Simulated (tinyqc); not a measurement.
Carrier lifetime from Shockley-Read-Hall, radiative, Auger and surface recombination: one step, computed by the program tinyqc.

Energies are counted from the top of the valence band. Boltzmann statistics, full ionisation, and equal excess densities of electrons and holes.

Task: Capture times and SRH densities. v = sqrt(3 k_B T/m) with m_e or m_h; tau_n0 = 1/(sigma_n v_n N_t), tau_p0 = 1/(sigma_p v_p N_t); n1 = N_c exp(-(E_g - E_t)/k_B T), p1 = N_v exp(-E_t/k_B T).

Inputs (values chosen for the exercise, with bands modelled on ZnO):
```
quantity                          value   unit
gap E_g                            3.41     eV
electron mass m_e                 0.265    m_0
hole mass m_h                     0.781    m_0
temperature T                       300      K
trap level E_t                     2.94     eV
trap density N_t                2.1e+11  cm^-3
electron cross-section sigma_n  3.6e-14   cm^2
hole cross-section sigma_p      6.3e-14   cm^2
```

Doping: n-type. Surface term: two equal surfaces.

N_c = 3.423267e+18 cm^-3

N_v = 1.732003e+19 cm^-3

Constants: k_B = 1.380649e-23 J/K; m_0 = 9.1093837015e-31 kg; k_B = 8.617333262e-05 eV/K.

Give: v_n; v_p; tau_n0; tau_p0; n1; p1.

Result:

v_n = 2.269e+07 cm/s

v_p = 1.322e+07 cm/s

tau_n0 = 5.830e-06 s

tau_p0 = 5.719e-06 s

n1 = 4.353e+10 cm^-3

p1 = 7.059e-31 cm^-3
